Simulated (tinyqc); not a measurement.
Thermionic emission over a Gaussian spread of barriers: effect of temperature.

Metal on an n-type semiconductor with one parabolic valley; V > 0 is forward bias (metal positive). Patches of barrier height b are spread as a Gaussian with mean phi - r2 V and variance sg^2 + r3 V; each carries A* T^2 exp(-b/Vt) [exp(V/Vt) - 1].

A* = 4 pi q me m0 kB^2/h^3 (times 1e-4 for A/(cm^2 K^2)). The mean of exp(-b/Vt) gives the apparent barrier phi_ap(V) = phi - r2 V - (sg^2 + r3 V)/(2 Vt), J = A* T^2 exp(-phi_ap/Vt) [exp(V/Vt) - 1], and 1/n = 1 + r2 + r3/(2 Vt). J0 = A* T^2 exp(-phi_ap(0)/Vt); the current at zero bias is centred on b = phi - sg^2/Vt.

Inputs (values chosen for the exercise); band and dielectric values those of a made-up semiconductor:
- me = 0.119 m0 (electron mass)
- phi = 1.26 eV (barrier height seen from the metal)
- sg = 0.061 eV (standard deviation of the barrier heights)
- r2 = -0.015 (shift of the mean barrier per volt, with its sign reversed (rho2))
- r3 = -0.0022 V (change of sg^2 per volt (rho3))

Constants: q = 1.602176634e-19 C, kB = 1.380649e-23 J/K, h = 6.62607015e-34 J s, m0 = 9.1093837015e-31 kg, Vt = kB T/q. Results are converted to the units shown.

Effect of temperature:

| T (K) | phi_ap(0) (eV) | n | J0 (A/cm^2) | barrier that carries most current (eV) |
|---|---|---|---|---|
| 100 | 1.044 | 1.166 | 3.429e-48 | 0.8282 |
| 140 | 1.106 | 1.119 | 4.377e-35 | 0.9516 |
| 180 | 1.140 | 1.094 | 5.569e-27 | 1.020 |
| 220 | 1.162 | 1.079 | 1.676e-21 | 1.064 |
| 260 | 1.177 | 1.068 | 1.484e-17 | 1.094 |
| 300 | 1.188 | 1.061 | 1.418e-14 | 1.116 |
| 350 | 1.198 | 1.054 | 9.739e-12 | 1.137 |
| 400 | 1.206 | 1.049 | 1.460e-9 | 1.152 |

What does the table show?

The apparent barrier rises from 1.04 to 1.21 eV and n falls from 1.17 to 1.05. A Richardson plot, ln(J0/T^2) against 1/Vt, has the slope -0.890 eV between the first two rows and -1.14 eV between the last two, against phi = 1.26 eV: the plot bends, because cold electrons seek the low patches. In 4 of the 8 rows sg exceeds 3 Vt, so the current comes from more than three deviations below the mean, a tiny share of the area that a Gaussian of independent patches describes poorly.

Computed by the program tinyqc: `OMP_NUM_THREADS=1 python tinyqc.py 2640154 2640155 out.jsonl`, one thread of a shared Intel Xeon 2.30GHz, about 0.01 s for the whole run.
